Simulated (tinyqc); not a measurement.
Ion-assisted plasma etching: sheath, surface coverage, synergy and aspect-ratio dependence. Changing the plasma density n_e. Computed by tinyqc, a small Python program. Command: `OMP_NUM_THREADS=1 python tinyqc.py 3007170 3007171 out.jsonl etch sweep`. One thread of a shared host (Intel(R) Xeon(R) Processor @ 2.30GHz), about 0.01 s of CPU time with the checks.

Radicals adsorb on bare sites; ions remove covered sites with a high yield and bare sites by sputtering; a slow spontaneous reaction acts everywhere, walls included.

Inputs (values chosen for the exercise, close to those used for silicon in a halogen plasma): electron temperature T_e = 4 eV; ion mass M_i = 35.5 u; sheath voltage V = 310 V; radical density n = 2.3e+12 1/cm^3; radical mass M_n = 35.5 u; gas temperature T_g = 600 K; sticking coefficient s = 0.66; radicals per removed unit x = 4; yield slope b = 0.27 eV^(-1/2); threshold E_th = 17 eV; sputter slope b_p = 0.021 eV^(-1/2); sputter threshold E_p = 37 eV; spontaneous reaction probability k_c = 2.9e-05; solid density N = 5e+22 1/cm^3; ion temperature T_i = 0.29 eV.

Feature: round hole.

Constants: e = 1.602176634e-19 C; u = 1.6605390666e-27 kg; k_B = 1.380649e-23 J/K; eps_0 = 8.8541878128e-12 F/m.

Method:
- Bohm speed u_B = sqrt(e T_e/M_i); ion flux G_i = 0.61 n_e u_B; radical flux G_n = n c/4 with c = sqrt(8 k_B T_g/(pi M_n)).
- Debye length lambda_D = sqrt(eps_0 T_e/(e n_s)) with n_s = 0.61 n_e, T_e in volts; Child-law sheath d = (sqrt2/3) lambda_D (2 V/T_e)^(3/4); ion energy E = V + T_e/2; angular spread = arctan(sqrt(T_i/E)).
- Yields: Y = b (sqrt(E) - sqrt(E_th)) on covered sites, Y_p = b_p (sqrt(E) - sqrt(E_p)) on bare ones (zero below threshold).
- Steady coverage: s G_n (1 - theta) = x Y G_i theta; removal flux = Y G_i theta + Y_p G_i (1 - theta) + k_c G_n; rate = flux/N, 1 cm/s = 6e8 nm/min.
- Lateral rate = k_c G_n/N; anisotropy = 1 - lateral/vertical; synergy = vertical/(ions alone + radicals alone), with ions alone Y_p G_i/N and radicals alone the lateral rate.

One run for each value:
```
plasma density n_e (1/cm^3)  vertical rate (nm/min)  coverage theta  anisotropy  sheath thickness (um)
2.00e+09                                      14.27         0.79421     0.99916                 8814.8
9.50e+09                                      40.66         0.44827     0.99971                 4044.5
2.10e+10                                      58.83         0.26876     0.99980                 2720.3
4.50e+10                                      80.69         0.14641     0.99985                 1858.3
9.70e+10                                     115.84         0.07371     0.99990                 1265.7
2.10e+11                                     184.60         0.03545     0.99994                  860.2
4.60e+11                                     332.54         0.01650     0.99996                  581.2
1.00e+12                                     650.07         0.00766     0.99998                  394.2
```

Give the missing row, plasma density n_e (1/cm^3) = 4.30e+09.

Computed row:
```
plasma density n_e (1/cm^3)  vertical rate (nm/min)  coverage theta  anisotropy  sheath thickness (um)
4.30e+09                                      25.28         0.64222     0.99953                 6011.6
```

Interpolating between the two neighbouring rows (the first column on a logarithmic scale, the others too where they are positive) misses most in coverage theta, by 6.6 %. Over the rows, vertical rate (nm/min) rises from 14.3 to 650 (exponent d ln y / d ln x 0.75 between the first rows and 0.86 between the last); coverage theta falls from 0.794 to 0.00766 (exponent d ln y / d ln x -0.28 between the first rows and -0.99 between the last); anisotropy rises from 0.99916 to 0.99998. The exponent of sheath thickness stays at -0.50: the sheath scales with the Debye length. More ions strip the radicals, so control passes from ions to radicals.

Caution (rows 2.00e9, 4.30e9, 9.50e9, 2.10e10): a sheath of several millimetres is collisional at usual pressures, which lowers the ion energy and widens the angles.
